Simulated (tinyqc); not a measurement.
From results back to parameters: thresholds of impact ionisation and Auger recombination from band masses. Five cases, with inputs chosen for the exercise.

Problem. For parabolic bands the thresholds of impact ionisation are Eg (1 + 2 mu)/(1 + mu) for electrons and Eg (2 + mu)/(1 + mu) for heavy holes, mu = me/mh. Both are given.

Case 1.

thresholds for electrons and holes (eV): 1.569763  2.678237

Case 2.

thresholds for electrons and holes (eV): 1.557988  2.588012

Case 3.

thresholds for electrons and holes (eV): 1.661754  2.778246

Case 4.

thresholds for electrons and holes (eV): 0.878432  1.497568

Case 5.

thresholds for electrons and holes (eV): 1.791051  2.900949

Find: Eg; mu.

Solution. The sum is 3 Eg; mu = (E_e - Eg)/(2 Eg - E_e).

Case 1.

Eg = 1.416 eV
mu = 0.1218

Case 2.

Eg = 1.382 eV
mu = 0.1459

Case 3.

Eg = 1.480 eV
mu = 0.1400

Case 4.

Eg = 0.792 eV
mu = 0.1225

Case 5.

Eg = 1.564 eV
mu = 0.1698

Computed by tinyqc, one run a case: `OMP_NUM_THREADS=1 python tinyqc.py N N+1 out.jsonl` with N = 1880638, 1880643, 1880648, 1880688, 1880729; one thread of a shared Intel(R) Xeon(R) Processor @ 2.30GHz, about 0.01 s a run at most.
